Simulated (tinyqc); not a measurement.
Tunnelling through a two-layer gate stack, WKB transmission and Tsu-Esaki current: two steps of the calculation.

Electrons leave the emitter at x = 0. Energies E (motion across the layers) are in eV from the emitter Fermi level; the collector Fermi level lies at -V and offers states at every E. No charge in the dielectric and no image force: F1 = V/(t1 + t2 eps1/eps2), F2 = F1 eps1/eps2; U = phi1 - F1 x in layer 1 and phi2 - F1 t1 - F2 (x - t1) in layer 2. With C = hbar^2/(2 m0), kappa = sqrt(m (U - E)/C) where U > E and 0 elsewhere; T(E) = exp(-S), S = 2 times the integral of kappa over x.

Parameters, values chosen for the exercise; layer 1 close to silicon dioxide, layer 2 close to zirconium oxide: barrier of layer 1 above the emitter Fermi level at zero bias phi1 = 3 eV; tunnelling mass of layer 1 m1 = 0.52 m0; thickness of layer 1 t1 = 0.6 nm; relative permittivity of layer 1 eps1 = 3.96; barrier of layer 2 at zero bias phi2 = 1.39 eV; tunnelling mass of layer 2 m2 = 0.25 m0; thickness of layer 2 t2 = 3 nm; relative permittivity of layer 2 eps2 = 25.2; voltage across the dielectric V = 1 V; energy of the electron followed E = 0 eV.

Constants: q = 1.602176634e-19 C, hbar = 1.054571817e-34 J s, m0 = 9.1093837015e-31 kg, hbar^2/(2 m0) = 0.0380998212 eV nm^2. Results are converted to the units shown.

Question 1. Fields and band edges. F1 = V/(t1 + t2 eps1/eps2), F2 = F1 eps1/eps2; U = phi1 - F1 x in layer 1 and phi2 - F1 t1 - F2 (x - t1) in layer 2. EOT = 3.9 (t1/eps1 + t2/eps2).

Find: F1; F2; U at the end of layer 1; U at the start of layer 2; U at the end of layer 2; EOT.

Answer 1.

F1 = 9.3333 MV/cm
F2 = 1.4667 MV/cm
U at the end of layer 1 = 2.4400 eV
U at the start of layer 2 = 0.83000 eV
U at the end of layer 2 = 0.39000 eV
EOT = 1.0552 nm

Question 2. WKB exponent in closed form. Each layer adds (2/F) sqrt(m/C) [G(u at its left edge) - G(u at its right edge)] to S, with u = U - E (0 where negative) and G(u) = (2/3) u^1.5. The slope follows from 1/d = -dS/dE.

Give: S; T(E); energy d over which T(E) grows by a factor e.

Answer 2.

S = 19.245
T(E) = 4.3832e-9
energy d over which T(E) grows by a factor e = 0.088067 eV

The midpoint rule gives S = 19.254, so its T(E) is 0.81 % below this value. The band edge stays above E through the whole stack: direct tunnelling through a trapezoid.

tinyqc, about 0.05 s, one thread, Intel Xeon 2.30GHz (shared host): `OMP_NUM_THREADS=1 python tinyqc.py 2540123 2540124 out.jsonl`
